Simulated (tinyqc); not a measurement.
Inside a calculation. Method: Luttinger-Kohn k.p, four valence bands. Computed by tinyqc, a small Python program that keeps every step. Settings: g1 = 18.72, g2 = 7.31, g3 = 7.9. Command: `OMP_NUM_THREADS=1 python tinyqc.py 30734 30735 out.jsonl` (the two numbers bound the seeds that draw the settings). One thread of a shared host (Intel(R) Xeon(R) Processor @ 2.60GHz), about 0.01 s of CPU time with the checks.

## Bloch Hamiltonian at k

Luttinger parameters chosen for this model; energies are counted downward from the top of the valence band:
```
parameter      value  unit
g1         18.720000
g2          7.310000
g3          7.900000
```

k point k (1/angstrom): -0.031000  0.035000  0.006000

P = c g1 k^2, Q = c g2 (kx^2 + ky^2 - 2 kz^2), R = c sqrt3 [-g2 (kx^2 - ky^2) + 2i g3 kx ky], S = 2 c sqrt3 g3 (kx - i ky) kz, c = hbar^2/2m = 3.809982 eV angstrom^2; rows [P+Q, -S, R, 0], [-S*, P-Q, 0, R], [R*, 0, P-Q, S], [0, R*, S*, P+Q]. The path ends lie at |k| = 0.07 1/angstrom.

H(k) at k (eV), lower triangle (Hermitian):
```
                     3/2                 1/2                 -1/2      -3/2
3/2             0.217356
1/2   0.019393-0.021896i            0.099602
-1/2  0.012735+0.113128i            0.000000             0.099602
-3/2            0.000000  0.012735+0.113128i  -0.019393+0.021896i  0.217356
```

## Levels at k

Diagonalise the Hermitian matrix.

eigenvalues (eV): 0.027018  0.027018  0.289941  0.289941

## Bands along a path

The same steps at evenly spaced points between the labelled ones.

Bands along the path (eV):
```
k               band 1    band 2    band 3    band 4
[111]         0.054513  0.054513  0.644451  0.644451
[111]-G 0.20  0.034888  0.034888  0.412449  0.412449
[111]-G 0.40  0.019625  0.019625  0.232002  0.232002
[111]-G 0.60  0.008722  0.008722  0.103112  0.103112
[111]-G 0.80  0.002181  0.002181  0.025778  0.025778
G             0.000000  0.000000  0.000000  0.000000
G-[100] 0.20  0.003062  0.003062  0.024897  0.024897
G-[100] 0.40  0.012247  0.012247  0.099587  0.099587
G-[100] 0.60  0.027555  0.027555  0.224072  0.224072
G-[100] 0.80  0.048987  0.048987  0.398350  0.398350
[100]         0.076543  0.076543  0.622422  0.622422
```

## Hole masses

E = c [g1 k^2 -/+ 2 sqrt(g2^2 k^4 + 3 (g3^2 - g2^2)(kx^2 ky^2 + ky^2 kz^2 + kz^2 kx^2))] with c = hbar^2/2m, and m* = hbar^2 k^2 / (2 E).

Masses (electron masses):
```
direction     heavy     light
[100]      0.243902  0.029994
[110]      0.311858  0.029211
[111]      0.342466  0.028969
```
